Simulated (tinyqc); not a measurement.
Specific resistance of a metal-semiconductor contact and its transmission-line measurement: one step, computed by the program tinyqc.

The barrier is parabolic (depletion approximation), energies E are normal energies counted from the band edge in the neutral semiconductor (downwards for holes), and the bias is zero. xi is an input, held fixed when other inputs move.

Problem. Transmission and supply. WKB transmission for E < E_b, with a = E/E_b: D = exp{-(E_b/E_00) [sqrt(1 - a) - a ln((1 + sqrt(1 - a))/sqrt(a))]}; D = 1 above. f = 1/(1 + exp((E - xi)/k_B T)).

Inputs (values chosen for the exercise, modelled on n-type In0.53Ga0.47As): Fermi level above the band edge in the bulk, xi = 0.047 eV; temperature T = 200 K.

Image-force lowering: included.

barrier used, above the bulk band edge = 0.2175731 eV

E_00 = 22.55447 meV

Constants: k_B = 8.617333262e-05 eV/K.

Give: E, D, f and D f at E/E_b = 0.05, 0.15, 0.3, 0.45, 0.6, 0.75, 0.9, 0.98.

Solution.

E, D, f and D f at E/E_b = 0.05, 0.15, 0.3, 0.45, 0.6, 0.75, 0.9, 0.98:

| E/E_b | E (eV) | D | f | D f |
|---|---|---|---|---|
| 0.05 | 0.0109 | 2.360e-04 | 8.905e-01 | 0.000210 |
| 0.15 | 0.0326 | 1.394e-03 | 6.971e-01 | 0.000972 |
| 0.30 | 0.0653 | 1.036e-02 | 2.573e-01 | 0.002666 |
| 0.45 | 0.0979 | 4.917e-02 | 4.956e-02 | 0.002437 |
| 0.60 | 0.1305 | 1.676e-01 | 7.787e-03 | 0.001305 |
| 0.75 | 0.1632 | 4.278e-01 | 1.180e-03 | 0.000505 |
| 0.90 | 0.1958 | 8.125e-01 | 1.778e-04 | 0.000144 |
| 0.98 | 0.2132 | 9.819e-01 | 6.477e-05 | 0.000064 |
